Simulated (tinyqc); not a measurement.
Against the doping: grain-boundary trapping model (Seto) of a polycrystalline semiconductor film. Computed by tinyqc, a small Python program. Command: `OMP_NUM_THREADS=1 python tinyqc.py 3011578 3011579 out.jsonl poly walk`. One thread of a shared host (Intel(R) Xeon(R) Processor @ 2.30GHz), about 0.01 s of CPU time with the checks.

Grains of equal size L are joined by thin boundaries with one trap level. Trapped carriers deplete a width W on each side and raise a barrier, crossed by thermionic emission. Dopants are fully ionised, statistics are non-degenerate and mu_g does not depend on T.

Inputs (values chosen for the exercise, modelled on polycrystalline germanium):
```
quantity                                     value        unit
permittivity eps                                16           -
effective mass m                               0.2         m_0
effective density of states at 300 K, N_c  6.1e+18      1/cm^3
grain size L                                   140          nm
trap density Q_t                           9.3e+11      1/cm^2
trap level E_t below the band edge            0.23          eV
mobility inside the grains mu_g                640  cm^2/(V s)
temperature T                                  400           K
```

Grain interior: resistance included.

Constants: e = 1.602176634e-19 C; eps_0 = 8.8541878128e-12 F/m; k_B = 8.617333262e-05 eV/K; m_0 = 9.1093837015e-31 kg; k_B = 1.380649e-23 J/K.

Method:
- If all traps fill, the grain is just depleted at N* = Q_t/L, with the barrier e Q_t L/(8 eps eps_0).
- N_c(T) = N_c (T/300 K)^(3/2). Filled traps Q = Q_t/(1 + (1/2) exp((E_t* - E_F)/k_B T)), where E_t* = e V_B - E_t and E_F are counted from the band edge at the grain centre. Partial depletion: Q = 2 N W, V_B = e N W^2/(2 eps eps_0), E_F = k_B T ln(N/N_c); solve for W. If that W would exceed L/2 the grain is fully depleted: W = L/2, Q = N L, and E_F follows from the trap equation. Centre density n_0 = N_c exp(E_F/k_B T).
- Boundary: sigma_b = L e^2 n_0 exp(-e V_B/k_B T)/sqrt(2 pi m k_B T); drift through the grain, depleted parts included: rho_g = [(1 - 2W/L) + (2W/L) int_0^1 exp(y^2 s^2) ds]/(e n_0 mu_g); rho = 1/sigma_b + rho_g. Mean carrier density n_av = n_0 [(1 - 2W/L) + (2W/L) (sqrt(pi)/2) erf(y)/y], y = sqrt(e V_B/k_B T); effective mobility 1/(e n_av rho).

N* = 6.64286e+16 1/cm^3

The same film:
```
N (1/cm^3)  W (nm)   V_B (V)  mean density (1/cm^3)  mobility (cm^2/(V s))  rho (ohm cm)
2.00e+15    70.000  0.005542             2.0551e+14                 509.91    5.9561e+01
6.60e+15    70.000  0.018287             9.4476e+14                 473.25    1.3960e+01
1.70e+16    70.000  0.047104             5.4776e+15                 358.25    3.1806e+00
3.30e+16    60.686  0.068724             2.1524e+16                 255.40    1.1354e+00
5.30e+16    47.971  0.068968             3.8401e+16                 244.45    6.6491e-01
8.00e+16    38.393  0.066683             6.2705e+16                 249.37    3.9917e-01
1.30e+17    28.456  0.059527             1.1054e+17                 278.37    2.0283e-01
2.70e+17    16.105  0.039598             2.5259e+17                 370.87    6.6628e-02
6.60e+17     6.940  0.017976             6.5020e+17                 463.21    2.0723e-02
2.70e+18     1.718  0.004506             2.6972e+18                 508.60    4.5499e-03
```

What does the comparison show, and why?

The barrier peaks among these rows at N = 5.3e16 (0.069 V) and the mobility has its minimum at 5.3e16; N* is 6.6e16. While the grain is fully depleted (W = L/2) V_B grows as N; once all traps are filled it falls as 1/N (last exponent -0.98). From 3.3e16 to 8.0e16 it is pinned, because the trap level has met E_F and the traps fill only in part. Partly depleted rows (W < L/2) with e V_B below 2 k_B T stretch the depletion approximation. Where N approaches N_c the non-degenerate statistics fail. rho drops most steeply, as N^-1.6, between 6.6e15 and 1.7e16.

Extremes, crossings and ranges named in words are read from the listed rows.
